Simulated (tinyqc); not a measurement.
Time-domain thermoreflectance: layered heat flow under a modulated pulse train, and what the signal ratio measures. From one set of inputs to another, one input at a time. Computed by tinyqc, a small Python program. Command: `OMP_NUM_THREADS=1 python tinyqc.py 3111508 3111509 out.jsonl tdtr ladder`. One thread of a shared host (Intel(R) Xeon(R) Processor @ 2.30GHz), about 0.2 s of CPU time with the checks.

Pulses repeat at 80 MHz; heat is laid down at the surface, all layers are isotropic, and the film is in perfect contact with the substrate.

The inputs printed are set A. Set A is modelled on aluminium on GaN; the values taken over come from a set modelled on aluminium on GaAs. Inputs not listed in the table keep their values of set A, so the rows need not describe a real material.

Inputs (values chosen for the exercise, modelled on aluminium on GaN):

| quantity | value | unit |
|---|---|---|
| metal thickness d | 98 | nm |
| metal conductivity | 150 | W/(m K) |
| metal heat capacity | 2.42 | MJ/(m^3 K) |
| boundary conductance G under the metal | 140 | MW/(m^2 K) |
| film thickness | 60 | nm |
| film conductivity | 0.53 | W/(m K) |
| film heat capacity | 2.8 | MJ/(m^3 K) |
| substrate conductivity kappa | 181 | W/(m K) |
| substrate heat capacity C | 2.63 | MJ/(m^3 K) |
| modulation frequency f | 1 | MHz |
| spot radius w (1/e^2, pump and probe) | 14 | micrometre |
| delay t | 330 | ps |

Stack: metal, film, substrate.

Method:
- For radial wave number k and angular frequency W each layer has u = sqrt(4 pi^2 k^2 + i W C/kappa) and gamma = kappa u. Surface impedance from below: Z = 1/gamma for the substrate; a layer of thickness L maps Z to (Z + tanh(u L)/gamma)/(1 + gamma Z tanh(u L)); a boundary adds 1/G.
- Response per absorbed watt H(W) = 2 pi int_0^(2/w) Z(k, W) exp(-pi^2 k^2 w^2) k dk by 20 Gauss-Legendre points.
- Signal: X + iY = sum_(m = -M..M) H(2 pi (f + m f_r)) exp(i 2 pi m f_r t) exp(-pi (m/M)^2 x 4), f_r = 80 MHz, M = 4000, with H(-W) the complex conjugate of H(W); V_in = X, V_out = Y, ratio = -V_in/V_out.

Each row keeps all changes above it:

| input moved | from | to | ratio -V_in/V_out | V_in (K/mW) | V_out (K/mW) |
|---|---|---|---|---|---|
| set A | - | - | 3.8754 | 0.2355 | -0.06077 |
| spot radius w (1/e^2, pump and probe) (micrometre) | 14 | 4.8 | 5.3932 | 1.7457 | -0.32368 |
| metal thickness d (nm) | 98 | 68 | 7.0603 | 2.0304 | -0.28757 |
| delay t (ps) | 330 | 2200 | 6.0086 | 1.7540 | -0.29192 |
| film conductivity (W/(m K)) | 0.53 | 2.9 | 7.7909 | 0.7662 | -0.09835 |
| substrate conductivity kappa (W/(m K)) | 181 | 47.7 | 3.3733 | 0.9070 | -0.26887 |
| film thickness (nm) | 60 | 100 | 3.4804 | 1.0270 | -0.29508 |
| boundary conductance G under the metal (MW/(m^2 K)) | 140 | 200 | 3.3845 | 0.9925 | -0.29325 |

Ratio -V_in/V_out goes from 3.88 to 3.38, a factor 0.873 in all. The largest single move comes from substrate conductivity kappa (a factor 0.433), and spot radius w (1/e^2, pump and probe) works against it (a factor 1.39). V_in goes from 0.236 to 0.993, a factor 4.21 in all. The largest single move comes from spot radius w (1/e^2, pump and probe) (a factor 7.41), and film conductivity works against it (a factor 0.437). V_out goes from -0.0608 to -0.293, -0.232 in all. The largest single move comes from spot radius w (1/e^2, pump and probe) (-0.263), and film conductivity works against it (+0.194). The single moves hold for this order of the switches; the total does not depend on the order.

Extremes, crossings and ranges named in words are read from the listed rows.
